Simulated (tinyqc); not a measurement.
Inverse iteration on a symmetric matrix, step by step. Computed by tinyqc, a small Python program that keeps every step. Settings: method = inverse, shift = 0.58. Command: `OMP_NUM_THREADS=1 python tinyqc.py 22769 22770 out.jsonl` (the two numbers bound the seeds that draw the settings). One thread of a shared host (Intel(R) Xeon(R) Processor @ 2.60GHz), about 0.01 s of CPU time with the checks.

## Step 1

A:
```
           1          2          3          4          5
1   0.512000   0.735000  -0.506000   0.577000   0.273000
2   0.735000   0.533000   0.189000   0.741000  -0.163000
3  -0.506000   0.189000   0.867000  -0.800000  -0.500000
4   0.577000   0.741000  -0.800000   1.027000  -0.520000
5   0.273000  -0.163000  -0.500000  -0.520000   1.566000
```

vector v at the start: 0.447214  0.447214  0.447214  0.447214  0.447214

shift = 0.580000

solve (A - shift) w = v; v' = w/|w| with its largest component positive (the first on a tie); lambda = v'^T A v'.

vector after step 1: 0.437283  0.680702  0.468966  -0.268596  0.230987

Rayleigh quotient after step 1 = 0.799021

## Step 2

As before.

vector after step 2: 0.337573  0.624077  0.619163  -0.167591  0.291759

Rayleigh quotient after step 2 = 0.815045

## Step 3

As before.

vector after step 3: 0.362911  0.626439  0.599870  -0.215164  0.264063

Rayleigh quotient after step 3 = 0.816980

## Course of the iteration

Stop when the residual |A v - lambda v| is below 1e-9.

Steps:
```
step      lambda  residual
1     0.79902122  2.28e-01
2     0.81504511  5.33e-02
3     0.81697956  1.51e-02
4     0.81717472  4.75e-03
5     0.81719532  1.56e-03
6     0.81719758  5.19e-04
7     0.81719783  1.74e-04
8     0.81719786  5.83e-05
9     0.81719786  1.96e-05
10    0.81719786  6.59e-06
11    0.81719786  2.22e-06
12    0.81719786  7.45e-07
13    0.81719786  2.50e-07
14    0.81719786  8.42e-08
15    0.81719786  2.83e-08
16    0.81719786  9.52e-09
17    0.81719786  3.20e-09
18    0.81719786  1.08e-09
19    0.81719786  3.62e-10
```

all eigenvalues, for comparison: -0.575766  -0.125484  0.817198  1.961034  2.428017

Converged in 19 steps.
